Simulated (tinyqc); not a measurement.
# Changing the capture cross section sigma

Model: admittance spectroscopy and thermally stimulated current of one trap level in a depletion layer. Computed by tinyqc, a small Python program. Command: `OMP_NUM_THREADS=1 python tinyqc.py 3110088 3110089 out.jsonl admit sweep`. One thread of a shared host (Intel(R) Xeon(R) Processor @ 2.30GHz), about 0.01 s of CPU time with the checks.

A Schottky junction on n-type material holds one donor-like electron trap; shallow donors are fully ionised and abrupt depletion edges are assumed.

Inputs (values chosen for the exercise, modelled on n-type GaAs):

| quantity | value | unit |
|---|---|---|
| density-of-states mass m | 0.0685 | m_0 |
| shallow doping N | 4.9e+15 | 1/cm^3 |
| trap depth E_t below the band | 0.365 | eV |
| test frequency f | 30000 | Hz |
| heating rate beta | 0.054 | K/s |

Constants: k_B = 1.380649e-23 J/K; m_0 = 9.1093837015e-31 kg; h = 6.62607015e-34 J s; k_B = 8.617333262e-05 eV/K.

Method:
- N_c = 2 (2 pi m k_B T/h^2)^(3/2), v_th = sqrt(3 k_B T/m), emission rate e_n = sigma v_th N_c exp(-E_t/(k_B T)).
- Where the level crosses the Fermi level capture equals emission, so the trap follows the signal with the rate 2 e_n; G/omega peaks at omega = 2 e_n (the correction for large N_t/N is left out).
- Solve 2 e_n(T_p) = 2 pi f.
- Thermally stimulated current without retrapping: filled share n(T) = exp(-(1/beta) int e_n dT), current proportional to e_n n; the peak obeys beta (E_t/(k_B T^2) + 2/T) = e_n(T). The integral starts at 0.5 T_m and uses 4000 trapezoid steps to 1.2 T_m.
- Chen's first-order estimate from the full width W = T_2 - T_1 between the half-height points: E = 2.52 k_B T_m^2/W - 2 k_B T_m.

One run for each value:

| capture cross section sigma (cm^2) | peak temperature T_p (K) | peak temperature T_m (K) | E_t/(k_B T_m) |
|---|---|---|---|
| 1.00e-18 | 621.30 | 200.80 | 21.094 |
| 1.00e-16 | 401.51 | 169.23 | 25.028 |
| 1.00e-15 | 338.56 | 156.71 | 27.029 |
| 1.00e-14 | 291.79 | 145.82 | 29.048 |
| 1.00e-13 | 255.84 | 136.26 | 31.084 |
| 1.00e-12 | 227.44 | 127.83 | 33.135 |

Give the missing row, capture cross section sigma (cm^2) = 1.00e-17.

Computed row:
```
capture cross section sigma (cm^2)  peak temperature T_p (K)  peak temperature T_m (K)  E_t/(k_B T_m)
1.00e-17                                              489.95                    183.77         23.049
```

Interpolating between the two neighbouring rows (the first column on a logarithmic scale, the others too where they are positive) misses most in peak temperature T_p (K), by 1.9 %. Over the rows, peak temperature T_p (K) falls from 621 to 227 (exponent d ln y / d ln x -0.10 between the first rows and -0.051 between the last); peak temperature T_m (K) falls from 201 to 128 (exponent d ln y / d ln x -0.039 between the first rows and -0.028 between the last); E_t/(k_B T_m) rises from 21.1 to 33.1 (exponent d ln y / d ln x 0.039 between the first rows and 0.028 between the last).

Extremes, crossings and ranges named in words are read from the listed rows.
